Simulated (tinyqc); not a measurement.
## AlGaN/GaN HEMT with access regions, lumped model: effect of the gate length

A polarisation-induced electron sheet under a Schottky gate, in series with two ungated access regions and contacts. Drift law v = mu E/(1 + mu E/vs) under the gate. Currents in mA/mm, resistances in ohm mm. No self-heating, no channel-length modulation; fits for polarisation, barrier and offset are chosen for the exercise.

sigma = (5e13 x + 1.6e13 x^2) cm^-2, phiB = 0.84 + 1.3 x, dEc = 0.7 (1.71 x + x^2) in volts, Cb = eps0 eps_r/d, VT = phiB - dEc - q sigma/Cb, access density n0 = -Cb VT/q. Access resistance R(L, n) = L/(q mu n sqrt(1 - (I/(q n vs))^2)); Rs = Rc + R(Ls, n0), Rd = Rc + R(Ld, (1 - ft) n0). Vg' = Vg - I Rs, Vd' = Vd - I (Rs + Rd); with u = Vg' - VT, Vc = vs Lg/mu and w the smaller of Vd' and Vc [sqrt(1 + 2 u/Vc) - 1] (0 if negative), the channel gives (mu Cb/Lg)(u w - w^2/2)/(1 + w/Vc). I equals that channel current. Isat is I at Vd = 10 V, gm = dIsat/dVg, Ron the limit of Vd/I at small Vd.

Parameters, values chosen for the exercise; values close to those of AlGaN/GaN structures: aluminium share of the barrier x = 0.27; barrier thickness d = 20 nm; relative permittivity of barrier and channel eps_r = 9.3; channel mobility mu = 1800 cm^2/(V s); saturation velocity vs = 1e7 cm/s; source access length Ls = 1.5 um; drain access length Ld = 12 um; resistance of each contact Rc = 0.35 ohm mm; share of the drain-access electrons removed by traps ft = 0.48; gate voltage Vg = -1 V.

Constants: q = 1.602176634e-19 C, eps0 = 8.8541878128e-14 F/cm where lengths are in cm. Results are converted to the units shown.

The same in every row: VT (V) = -4.891; n0 (cm^-2) = 1.257e13.

Effect of the gate length:

| Lg (um) | Ron (ohm mm) | Isat (mA/mm) | gm (mS/mm) |
|---|---|---|---|
| 0.05 | 7.498 | 840.7 | 1.398 |
| 0.09 | 7.512 | 839.4 | 2.640 |
| 0.16 | 7.537 | 837.0 | 5.129 |
| 0.29 | 7.582 | 832.1 | 11.20 |
| 0.52 | 7.661 | 821.2 | 31.34 |
| 0.93 | 7.804 | 773.8 | 237.8 |
| 1.7 | 8.071 | 665.9 | 218.2 |
| 3 | 8.522 | 553.0 | 193.9 |

As Lg goes from 0.05 to 3 um, Ron rises from 7.50 to 8.52 ohm mm, Isat falls from 841 to 553 mA/mm and gm goes from 1.40 through a maximum of 238 (at Lg = 0.93 um among the rows listed) to 194 mS/mm. The ceiling Cb vs is 412 mS/mm. In every row the power passes 5 W/mm, where self-heating, left out here, lowers the current. For Lg = 0.05 to 0.52 um the gated channel is not yet saturated at 10 V, because the access regions take the voltage, and gm drops.

tinyqc, about 0.02 s, one thread, Intel Xeon 2.30GHz (shared host): `OMP_NUM_THREADS=1 python tinyqc.py 2570002 2570003 out.jsonl`
